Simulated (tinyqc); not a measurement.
On-chip power grid, static voltage drop by conjugate gradients: two steps of the calculation.

A grid of 3 rows and 3 columns, node k = 3 row + column. Neighbours in a row are joined by Rx, in a column by Ry; pad nodes, which reach the supply through Rp: 0, 6. Each node draws I0, node 7 draws kh I0. The drops u = Vdd - V solve G u = i, with G the conductance matrix (1/Rp added on the diagonal at pad nodes).

Inputs (values chosen for the exercise):
- Rx = 0.62 ohm (resistance of a horizontal segment)
- Ry = 1.1 ohm (resistance of a vertical segment)
- Rp = 0.33 ohm (resistance from a pad node to the supply)
- I0 = 1.9 mA (load current of an ordinary node)
- kh = 1 (factor on the load at the hot node)

Task 1. Diagonal of G, loads and first direction. G_kk = sum of the conductances at node k. Start u = 0, so the residual is r = i; p = r.

Give: G_kk; r at the start; p at the start.

Result 1.

G_kk (S):

|  | col 0 | col 1 | col 2 |
|---|---|---|---|
| row 0 | 5.5523 | 4.1349 | 2.5220 |
| row 1 | 3.4311 | 5.0440 | 3.4311 |
| row 2 | 5.5523 | 4.1349 | 2.5220 |

r at the start (mA):

|  | col 0 | col 1 | col 2 |
|---|---|---|---|
| row 0 | 1.9000 | 1.9000 | 1.9000 |
| row 1 | 1.9000 | 1.9000 | 1.9000 |
| row 2 | 1.9000 | 1.9000 | 1.9000 |

p at the start (mA):

|  | col 0 | col 1 | col 2 |
|---|---|---|---|
| row 0 | 1.9000 | 1.9000 | 1.9000 |
| row 1 | 1.9000 | 1.9000 | 1.9000 |
| row 2 | 1.9000 | 1.9000 | 1.9000 |

Task 2. Conjugate-gradient step. q = G p; a = (r.r)/(p.q); u(new) = u + a p; r(new) = r - a q; b = (r.r)(new)/(r.r); p(new) = r(new) + b p.

u after iteration 1 (mV):

|  | col 0 | col 1 | col 2 |
|---|---|---|---|
| row 0 | 2.8215000 | 2.8215000 | 2.8215000 |
| row 1 | 2.8215000 | 2.8215000 | 2.8215000 |
| row 2 | 2.8215000 | 2.8215000 | 2.8215000 |

r after iteration 1 (mA):

|  | col 0 | col 1 | col 2 |
|---|---|---|---|
| row 0 | -6.6500000 | 1.9000000 | 1.9000000 |
| row 1 | 1.9000000 | 1.9000000 | 1.9000000 |
| row 2 | -6.6500000 | 1.9000000 | 1.9000000 |

p after iteration 1 (mA):

|  | col 0 | col 1 | col 2 |
|---|---|---|---|
| row 0 | 0.0000000 | 8.5500000 | 8.5500000 |
| row 1 | 8.5500000 | 8.5500000 | 8.5500000 |
| row 2 | 0.0000000 | 8.5500000 | 8.5500000 |

Find: q; a; u after iteration 2; r after iteration 2; b; p after iteration 2.

Result 2.

q (mA S):

|  | col 0 | col 1 | col 2 |
|---|---|---|---|
| row 0 | -21.56 | 13.79 | 0.00 |
| row 1 | 15.55 | 0.00 | 0.00 |
| row 2 | -21.56 | 13.79 | 0.00 |

a = 0.3084 ohm

u after iteration 2 (mV):

|  | col 0 | col 1 | col 2 |
|---|---|---|---|
| row 0 | 2.821 | 5.458 | 5.458 |
| row 1 | 5.458 | 5.458 | 5.458 |
| row 2 | 2.821 | 5.458 | 5.458 |

r after iteration 2 (mA):

|  | col 0 | col 1 | col 2 |
|---|---|---|---|
| row 0 | 0.000 | -2.353 | 1.900 |
| row 1 | -2.894 | 1.900 | 1.900 |
| row 2 | 0.000 | -2.353 | 1.900 |

b = 0.2980

p after iteration 2 (mA):

|  | col 0 | col 1 | col 2 |
|---|---|---|---|
| row 0 | 0.000 | 0.195 | 4.448 |
| row 1 | -0.346 | 4.448 | 4.448 |
| row 2 | 0.000 | 0.195 | 4.448 |

Program tinyqc, `OMP_NUM_THREADS=1 python tinyqc.py 2770108 2770109 out.jsonl`; Intel Xeon 2.30GHz, shared host, one thread, about 0.1 s.
